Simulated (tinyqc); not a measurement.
# One electron in a tunnel-coupled double dot: charge qubit, sensing and quantum capacitance: several studies

Basis (left, right), H = [[ep/2, tc], [tc, -ep/2]], splitting Om = sqrt(ep^2 + 4 tc^2), ep = al times the gate voltage. In equilibrium the electron is on the right with the chance P_R = [1 + (ep/Om) tanh(Om/2 kB T)]/2.

Values chosen for this exercise:
- tc = 33 ueV (tunnel coupling)
- T = 0.063 K (electron temperature)
- al = 0.06 eV/V (lever arm of the gate on the detuning)
- f0 = 356 MHz (resonator frequency)
- se = 6.6 ueV (deviation of quasi-static detuning noise)

Constants: q = 1.602176634e-19 C, kB = 1.380649e-23 J/K, hbar = 1.054571817e-34 J s, h = 6.62607015e-34 J s, Vt = kB T/q. Results are converted to the units shown.

Each table varies one quantity; the others keep the values above.

## Line shape against detuning

q^2 al^2 dP_R/d(ep) splits into Cq = q^2 al^2 (2 tc^2/Om^3) tanh(Om/2 kB T) and Ct = q^2 al^2 (ep/Om)^2/(4 kB T cosh^2(Om/2 kB T)); Ct appears only if relaxation is faster than the drive. A resonator of frequency f0, capacitance Cp and quality factor Q shifts by df = -f0 Cq/(2 Cp) and its phase by -2 Q Cq/Cp. A Ct of 0 means below 1e-6 aF.

Line shape against detuning:

| ep (ueV) | Om (ueV) | P_R | Cq (aF) | Ct (aF) |
|---|---|---|---|---|
| 0 | 66.000 | 0.50000 | 4.3695 | 0 |
| 23.1 | 69.926 | 0.66517 | 3.6742 | 2.9542e-5 |
| 46.2 | 80.563 | 0.78673 | 2.4025 | 1.2547e-5 |
| 69.3 | 95.700 | 0.86207 | 1.4333 | 1.2311e-6 |
| 92.4 | 113.55 | 0.90687 | 0.85803 | 0 |
| 115.5 | 133.03 | 0.93412 | 0.53364 | 0 |
| 138.6 | 153.51 | 0.95143 | 0.34725 | 0 |
| 161.7 | 174.65 | 0.96292 | 0.23581 | 0 |
| 184.8 | 196.23 | 0.97087 | 0.16625 | 0 |
| 207.9 | 218.12 | 0.97656 | 0.12105 | 0 |
| 231 | 240.24 | 0.98076 | 0.090597 | 0 |

Read the table: what changes, and by how much?

Cq falls from 4.37 to 0.0906 aF, and Ct goes from 0 through a maximum of 2.95e-5 (at ep = 23.1 ueV among the rows listed) to 0 aF. Among the rows listed Ct reaches at most 6.76e-4 % of the peak of Cq, with tc/kB T = 6.1: the line is set by the coupling, and its half width is near 1.53 tc.

## Coherence against detuning

Noise in ep shifts Om by (ep/Om) d + (2 tc^2/Om^3) d^2. For Gaussian d of deviation se the spread of Om is sqrt[(ep se/Om)^2 + 2 (2 tc^2 se^2/Om^3)^2], and T2* is estimated as sqrt(2) hbar/spread; Om T2*/h counts the oscillations within T2*.

Result of one run:

| ep (ueV) | Om (ueV) | T2* (ns) | oscillations within T2* |
|---|---|---|---|
| 26 | 70.94 | 0.3802 | 6.522 |

What becomes of these results when the detuning ep is changed from 26 to 6.6 ueV, all else the same?

Result of the changed run:

| ep (ueV) | Om (ueV) | T2* (ns) | oscillations within T2* |
|---|---|---|---|
| 6.6 | 66.33 | 1.161 | 18.62 |

The whole series:

| ep (ueV) | Om (ueV) | T2* (ns) | oscillations within T2* |
|---|---|---|---|
| 0 | 66.00 | 1.995 | 31.83 |
| 1.7 | 66.02 | 1.876 | 29.95 |
| 3.3 | 66.08 | 1.633 | 26.10 |
| 6.6 | 66.33 | 1.161 | 18.62 |
| 13 | 67.27 | 0.6898 | 11.22 |
| 26 | 70.94 | 0.3802 | 6.522 |
| 50 | 82.80 | 0.2332 | 4.668 |
| 99 | 119.0 | 0.1695 | 4.876 |
| 200 | 210.6 | 0.1485 | 7.563 |

T2* falls from 1.99 to 0.149 ns, towards sqrt(2) hbar/se = 0.141 ns far from the anticrossing; the first row is 13.4 times the last. First and second order are equal near ep = sqrt(2) se/2 = 4.67 ueV.

## Peak signal against tunnel coupling

At ep = 0: q^2 al^2 dP_R/d(ep) splits into Cq = q^2 al^2 (2 tc^2/Om^3) tanh(Om/2 kB T) and Ct = q^2 al^2 (ep/Om)^2/(4 kB T cosh^2(Om/2 kB T)); Ct appears only if relaxation is faster than the drive. The slope dP_R/d(ep) there is tanh(tc/kB T)/(4 tc).

Peak signal against tunnel coupling:

| tc (ueV) | tc/kB T | Cq (aF) | slope (1/ueV) | 2 tc/h (GHz) |
|---|---|---|---|---|
| 0.74 | 0.1363 | 26.40 | 0.04577 | 0.3579 |
| 1.3 | 0.2395 | 26.06 | 0.04519 | 0.6287 |
| 2.2 | 0.4052 | 25.20 | 0.04368 | 1.064 |
| 3.8 | 0.7000 | 22.93 | 0.03976 | 1.838 |
| 6.5 | 1.197 | 18.48 | 0.03203 | 3.143 |
| 11 | 2.026 | 12.66 | 0.02195 | 5.320 |
| 19 | 3.500 | 7.575 | 0.01313 | 9.188 |
| 34 | 6.263 | 4.241 | 0.007353 | 16.44 |
| 58 | 10.68 | 2.486 | 0.004310 | 28.05 |
| 100 | 18.42 | 1.442 | 0.002500 | 48.36 |

The peak Cq falls from 26.4 to 1.44 aF: it levels off at q^2 al^2/(4 kB T) = 26.6 aF for weak coupling and goes as tc^(-1.00) between the last two rows. Below tc of about kB T the slope measures temperature rather than coupling. For tc = 0.74, 1.3, 2.2 2 tc/h is less than three times the drive frequency f0, so the electron cannot follow adiabatically.

Computed by the program tinyqc: `OMP_NUM_THREADS=1 python tinyqc.py 2470101 2470102 out.jsonl`, one thread of a shared Intel Xeon 2.30GHz, about 0.01 s for the whole run.
